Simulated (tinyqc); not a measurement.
On-chip power grid, static voltage drop by conjugate gradients: one step of the calculation.

A grid of 4 rows and 4 columns, node k = 4 row + column. Neighbours in a row are joined by Rx, in a column by Ry; pad nodes, which reach the supply through Rp: 0, 3, 12, 15. Each node draws I0, node 14 draws kh I0. The drops u = Vdd - V solve G u = i, with G the conductance matrix (1/Rp added on the diagonal at pad nodes).

Question. Diagonal of G, loads and first direction. G_kk = sum of the conductances at node k. Start u = 0, so the residual is r = i; p = r.

Values chosen for this exercise:
```
symbol  value  unit                                   meaning
Rx        1.1   ohm        resistance of a horizontal segment
Ry        1.6   ohm          resistance of a vertical segment
Rp       0.16   ohm  resistance from a pad node to the supply
I0        1.5    mA          load current of an ordinary node
kh          8              factor on the load at the hot node
```

Find: G_kk; r at the start; p at the start.

Answer.

G_kk (S):
```
,col 0,col 1,col 2,col 3
row 0,7.7841,2.4432,2.4432,7.7841
row 1,2.1591,3.0682,3.0682,2.1591
row 2,2.1591,3.0682,3.0682,2.1591
row 3,7.7841,2.4432,2.4432,7.7841
```

r at the start (mA):
```
,col 0,col 1,col 2,col 3
row 0,1.5000,1.5000,1.5000,1.5000
row 1,1.5000,1.5000,1.5000,1.5000
row 2,1.5000,1.5000,1.5000,1.5000
row 3,1.5000,1.5000,12.000,1.5000
```

p at the start (mA):
```
,col 0,col 1,col 2,col 3
row 0,1.5000,1.5000,1.5000,1.5000
row 1,1.5000,1.5000,1.5000,1.5000
row 2,1.5000,1.5000,1.5000,1.5000
row 3,1.5000,1.5000,12.000,1.5000
```

tinyqc, about 0.1 s, one thread, Intel Xeon 2.30GHz (shared host): `OMP_NUM_THREADS=1 python tinyqc.py 2770120 2770121 out.jsonl`
